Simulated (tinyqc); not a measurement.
The basis set: RHF and MP2 along a ladder of basis sets, for H2, spin multiplicity 1. Computed by the program tinyqc with PySCF. 

Geometry (angstrom):
```
atom,x,y,z
H,0.0000,0.0000,0.0000
H,0.0000,0.0000,0.6780
```

Same geometry throughout; the dipole is taken about the origin.

RHF and frozen-core MP2 in a ladder of bases:
```
basis,functions,E(RHF) (hartree),E(MP2 corr) (hartree),HOMO (eV),LUMO (eV),dipole (debye)
sto-3g,2,-1.11622,-0.01176,-16.465,20.118,0.000
3-21g,4,-1.12026,-0.01674,-16.667,7.678,0.000
6-31g,4,-1.12460,-0.01671,-16.745,6.934,0.000
6-31g**,10,-1.12888,-0.02623,-16.729,6.947,0.000
cc-pvdz,10,-1.12468,-0.02580,-16.651,5.688,0.000
aug-cc-pvdz,18,-1.12478,-0.02669,-16.663,1.692,0.000
cc-pvtz,28,-1.13041,-0.03147,-16.724,4.775,0.000
```

From cc-pVDZ to cc-pVTZ the RHF energy falls by 5.7 mhartree and the correlation energy by 5.7. If valence correlation converges as X^-3, (27 E(T) - 8 E(D))/19 gives -0.0339 hartree, a rough estimate from such small X that usually falls short; STO-3G holds about 35 % of it. Beyond STO-3G the LUMO moves by 6.0 eV and the HOMO by 0.1 eV; diffuse functions lower the positive LUMO sharply, since an unbound virtual level tracks the most diffuse function.
